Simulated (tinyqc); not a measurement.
# Conductivities from two wire lengths

Inverse problem. A wire with uniform heating p0 per length and ends at the substrate temperature has theta(L/2) = (p0/g)[1 - 1/cosh(L/(2 LH))], LH = sqrt(kap A/g). Find LH, g and kap.

Values chosen for this exercise: cross-section A = 3700 nm^2; peak heating per length p0 = 0.036 uW/nm.

theta at the middle for L = 690 and 1380 nm (K): [17.757870, 37.136069]

Solution. With c = cosh(L1/(2 LH)) the longer wire has 2 c^2 - 1. The ratio of the two rises falls steadily from 4 to 1 as c grows, so it fixes c; g and kap follow.

LH = 346 nm
g = 0.710 W/(m K)
kap = 23.0 W/(m K)

Program tinyqc, `OMP_NUM_THREADS=1 python tinyqc.py 2520113 2520114 out.jsonl`; Intel Xeon 2.30GHz, shared host, one thread, about 0.01 s.
